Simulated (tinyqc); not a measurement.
# Double-gate transistor, scale length and short-channel effects: effects of single changes

A body of thickness ts between two insulators of thickness ti and two tied gates. Below threshold the potential that source and drain add obeys Laplace's equation and vanishes on the gate. Its lowest mode decays along the channel as exp(-k y); k is the smallest positive root of the matching condition at the interface, and the scale length is Lambda = pi/k.

Values chosen for this exercise; permittivities: semiconductor close to that of gallium nitride, insulator close to that of aluminium oxide: temperature T = 325 K; relative permittivity of the semiconductor eps_r = 9.42; relative permittivity of the insulator ei = 9.18; insulator thickness ti = 1.5 nm; body thickness ts = 3.1 nm; channel length L = 16 nm; potential of the source Vbi = 1.03 V; potential of the barrier top at threshold sT = 0.63 V; drain voltage Vds = 0.7 V.

Constants: q = 1.602176634e-19 C, kB = 1.380649e-23 J/K, Vt = kB T/q. Results are converted to the units shown.

Each table varies one quantity; the others keep the values above.

## A higher permittivity at fixed equivalent oxide thickness

k is the smallest positive root of f(k) = ei cos(k ti) cos(k ts/2) - eps_r sin(k ti) sin(k ts/2). Along the channel psi(y) = s + a exp(y/l) + b exp(-y/l) with psi(0) = Vbi, psi(L) = Vbi + Vds and l = 1/k = Lambda/pi; with A = Vbi - s, B = A + Vds, x = exp(-L/l): a = (B - A x) x/(1 - x^2), b = (A - B x)/(1 - x^2). The minimum is s + 2 sqrt(a b), at y = (l/2) ln(b/a). The long-channel potential follows the gate as s = sT + (Vg - VTL)/m, and the threshold VT is the gate voltage at which the minimum equals sT. Swing = m Vt ln 10/g at threshold, g = d(minimum)/ds = 1 - (b x + a)/((1 + x) sqrt(a b)). DIBL = [VT(0.05 V) - VT(Vds)]/(Vds - 0.05 V). sT and Vbi are held fixed; m = 1. The equivalent oxide thickness 3.9 ti/ei is held at 0.64 nm, so ti = 0.64 ei/3.9 nm.

Results:
```
ei   ti (nm)  Lambda (nm)  L/Lambda  DIBL (mV/V)  swing (mV/decade)
3.9   0.6400        5.742     2.786        9.564              66.36
5     0.8205        5.800     2.759        10.00              66.45
10     1.641        6.263     2.555        13.97              67.21
15     2.462        7.071     2.263        22.72              68.88
20     3.282        8.172     1.958        38.47              71.82
25     4.103        9.469     1.690        62.53              76.19
35     5.744        12.36     1.294        137.0              89.18
```

Estimate the missing row, ei = 7.5.

Computed row:
```
ei   ti (nm)  Lambda (nm)  L/Lambda  DIBL (mV/V)  swing (mV/decade)
7.5    1.231        5.989     2.672        11.53              66.74
```

With this row back in the table: As ei goes from 3.9 to 35, Lambda rises from 5.74 to 12.4 nm, DIBL rises from 9.56 to 137 mV/V and the swing rises from 66.4 to 89.2 mV a decade. The ratio ei/ti is the same in every row, yet the insulator grows from 0.640 to 5.74 nm, and drain fields reach the channel sideways through it. At ei = 35 L is under 1.5 Lambda, where higher modes, left out of the one-mode potential, count. In every row the semiconductor is under 4 nm thick, where quantum confinement shifts the threshold.

## Effect of the body thickness

Same model as above.

Effect of the body thickness:
```
ts (nm)  Lambda (nm)  L/Lambda  VT - VTL at Vds (mV)  DIBL (mV/V)  swing (mV/decade)
1.2            4.227     3.785                -3.494        1.939              64.87
1.5            4.532     3.530                -5.228        2.904              65.06
1.9            4.938     3.240                -8.288        4.608              65.40
2.4            5.444     2.939                -13.41        7.470              65.95
3              6.050     2.645                -21.58        12.05              66.84
3.7            6.755     2.369                -33.94        19.02              68.18
4.7            7.760     2.062                -56.89        32.06              70.63
```

As ts goes from 1.2 to 4.7 nm, Lambda rises from 4.23 to 7.76 nm, DIBL rises from 1.94 to 32.1 mV/V and the swing rises from 64.9 to 70.6 mV a decade. On average Lambda goes as ts^(0.44). For ts = 1.2 to 3.7 nm the semiconductor is under 4 nm thick, where quantum confinement shifts the threshold.

## Effect of the channel length

Same model as above.

The same in every row: Lambda (nm) = 6.151.

Effect of the channel length:
```
L (nm)  L/Lambda  VT - VTL at Vds = 0.05 V (mV)  VT - VTL at Vds (mV)  DIBL (mV/V)  swing (mV/decade)
6.8        1.106                         -220.2                -355.6        208.3              101.2
8.1        1.317                         -140.5                -225.3        130.5              88.07
9.6        1.561                         -87.54                -139.4        79.85              79.27
11         1.788                         -57.90                -91.77        52.11              74.31
14         2.276                         -25.15                -39.59        22.22              68.78
16         2.601                         -14.75                -23.16        12.93              67.01
19         3.089                         -6.731                -10.54        5.867              65.64
23         3.740                         -2.399                -3.754        2.084              64.90
28         4.552                        -0.6664                -1.042       0.5780              64.60
```

From L = 6.8 to 28 nm, DIBL falls from 208 to 0.578 mV/V and the swing falls from 101 to 64.6 mV a decade (long-channel value 64.5). Between the last two rows the threshold shift at Vds decays with a length of 3.90 nm, against 2 Lambda/pi = 3.92 nm for a shift that goes as exp(-pi L/(2 Lambda)). DIBL first drops below 100 mV/V at L = 9.6 nm among the rows, L/Lambda = 1.6. For L = 6.8 to 8.1 nm L is under 1.5 Lambda, where higher modes, left out of the one-mode potential, count. In every row the semiconductor is under 4 nm thick, where quantum confinement shifts the threshold.

tinyqc, about 0.01 s, one thread, Intel Xeon 2.30GHz (shared host): `OMP_NUM_THREADS=1 python tinyqc.py 2420153 2420154 out.jsonl`
